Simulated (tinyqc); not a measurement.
## Capacitances from a Coulomb diamond

Question. A single-electron transistor has the bias V on its left lead and the right lead at 0 V. Its diamonds repeat every q/Cg in gate voltage, close at |V| = q/Cs with Cs = CL + CR + Cg, and have edges of slope dV/dVg = -Cg/CL and Cg/(Cs - CL). Find Cg, Cs, CL and CR.

Constants: q = 1.602176634e-19 C. Results are converted to the units shown.

gate period = 178.01963 mV
bias at the tip of the diamond = 8.7074817 mV
slope dV/dVg of the rising edge = 0.088235294

Solution. The period gives Cg, the tip Cs, and the rising edge Cs - CL = CR + Cg.

Cg = 0.900 aF
Cs = 18.4 aF
CL = 8.20 aF
CR = 9.30 aF

tinyqc, about 0.01 s, one thread, Intel Xeon 2.30GHz (shared host): `OMP_NUM_THREADS=1 python tinyqc.py 2780114 2780115 out.jsonl`
